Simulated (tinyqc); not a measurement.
What a faster ramp buys: rapid thermal processing of a wafer: radiative balance, ramp and cooling, pattern effects, pyrometer error and spike budget. Computed by tinyqc, a small Python program. Command: `OMP_NUM_THREADS=1 python tinyqc.py 3112662 3112663 out.jsonl rtp walk`. One thread of a shared host (Intel(R) Xeon(R) Processor @ 2.30GHz), about 0.04 s of CPU time with the checks.

The wafer is opaque and uniform through its thickness unless said otherwise; temperatures in formulas are in kelvin (C + 273.15). sigma = 5.670374419e-12 W/(cm^2 K^4).

Inputs (values chosen for the exercise, modelled on a hot silicon wafer): wafer thickness d = 725 micrometre; heat capacity per volume C = 2.08 J/(cm^3 K); thermal conductivity k = 0.27 W/(cm K); emissivity eps of each face = 0.61; reflectivity of the chamber walls r = 0.27; gas heat-transfer coefficient h, both faces together = 6.6 mW/(cm^2 K); wall temperature T_w = 500 K; process temperature = 1010 C; starting temperature = 450 C; ramp rate = 200 K/s; activation energy of the process E_a = 1.24 eV.

Constants: k_B = 8.617333262e-05 eV/K.

Method:
- Effective emissivity between parallel grey plates: eps_eff = 1/(1/eps + 1/(1 - r) - 1). Loss per area q(T) = 2 eps_eff sigma (T^4 - T_w^4) + h (T - T_w).
- Absorbed power during a ramp = q(T) + C d x ramp rate; thermal time constant tau = C d/(dq/dT), dq/dT = 8 eps_eff sigma T^3 + h; natural cooling rate q/(C d); front-to-back difference under one-sided heating at the end of the ramp = (absorbed power) d/(2 k).
- Cooling with the lamps off: C d dT/dt = -q(T), integrated adaptively (relative tolerance 1e-10).
- Spike anneal: linear ramp to the peak, then lamps off. Equivalent time at the peak = int exp(-(E_a/k_B)(1/T - 1/T_peak)) dt; estimate (k_B T^2/E_a)(1/ramp rate + 1/cooling rate). The ramp part uses 4000 trapezoid steps, the cooling part 4000 steps over 4 tau.

time constant tau = 2.77722 s

holding power q = 20.1173 W/cm^2

natural cooling rate = 133.404 K/s

Against the ramp rate:
```
ramp (K/s)  ramp part (s)  cooling part (s)  total (s)  power at the peak (W/cm^2)
10                 9.8097           0.97048     10.780                       21.63
25                 3.9239           0.97048      4.894                       23.89
50                 1.9619           0.97048      2.932                       27.66
100                0.9810           0.97048      1.951                       35.20
250                0.3924           0.97048      1.363                       57.82
500                0.1962           0.97048      1.167                       95.52
1000               0.0981           0.97048      1.069                      170.92
```

From 10 to 100 K/s the total falls by a factor 5.5, from 100 to 1000 K/s by 1.83: the cooling part, 0.970 s, is a floor, and the natural cooling rate here is 133 K/s.

Extremes, crossings and ranges named in words are read from the listed rows.
